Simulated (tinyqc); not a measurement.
Gate work function from the charge.

Problem. For an undoped double gate, Q = 8 eps0 eps_r Vt beta tan(beta)/ts with 0 < beta < pi/2, and at the source (Vg - dphi)/(2 Vt) - ln[(2/ts) sqrt(2 eps0 eps_r Vt/(q ni))] = ln(beta) - ln(cos beta) + 2 r beta tan(beta), r = eps_r tox/(eox ts). Find beta and dphi.

Values chosen for this exercise; material values those of a made-up semiconductor:
- T = 273 K (temperature)
- eps_r = 14.9 (relative permittivity of the semiconductor)
- eox = 25.1 (relative permittivity of the gate insulator)
- tox = 12 nm (insulator thickness)
- ts = 10 nm (body thickness)
- Vg = 0.3 V (gate voltage)

Constants: q = 1.602176634e-19 C, kB = 1.380649e-23 J/K, Vt = kB T/q, eps0 = 8.8541878128e-14 F/cm where lengths are in cm. Results are converted to the units shown.

Qs = 0.23726132 nC/cm^2
ni = 1.0068677e10 cm^-3

Answer. beta tan(beta) rises from 0 without bound on the interval, so the charge fixes beta; the second relation is then explicit in dphi.

beta = 0.0309
dphi = 0.0200 V

Numbers from tinyqc (`OMP_NUM_THREADS=1 python tinyqc.py 2440157 2440158 out.jsonl`; about 0.03 s on one thread of a shared Intel Xeon 2.30GHz).
